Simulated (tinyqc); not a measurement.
MOSFET in saturation, small-signal circuit and noise: one step of the calculation.

Bias by the inversion coefficient IC = I/Ispec (charge-based model with velocity saturation; weak inversion below 0.1, strong above 10). Common-source circuit: gm, gds, Cgs, Cgd and Cj at the inner nodes, Rg in series with the gate; quasi-static, no source or drain resistance, no gate-body capacitance, no substrate network, no induced gate noise, so fmax is an upper estimate.

Question. Current gain and unilateral power gain. |h21| = |Y21/Y11|; U = |Y21 - Y12|^2/(4 [Re Y11 Re Y22 - Re Y12 Re Y21]). Extrapolated at 20 dB a decade: f |h21| and f sqrt(U).

Parameters, values chosen for the exercise:
```
symbol  value  unit           meaning
f           1   GHz  signal frequency
```

Y with Rg (mS):
```
,1,2
1,0.000292458+0.118144533i,-0.000136870-0.055291692i
2,1.885706723-0.059959955i,0.282947736+0.105228830i
```

Give: |h21|; U; f |h21|; f sqrt(U).

Answer.

|h21| = 15.97
U = 2609
f |h21| = 15.97 GHz
f sqrt(U) = 51.07 GHz

Numbers from tinyqc (`OMP_NUM_THREADS=1 python tinyqc.py 2150121 2150122 out.jsonl`; about 0.01 s on one thread of a shared Intel Xeon 2.30GHz).
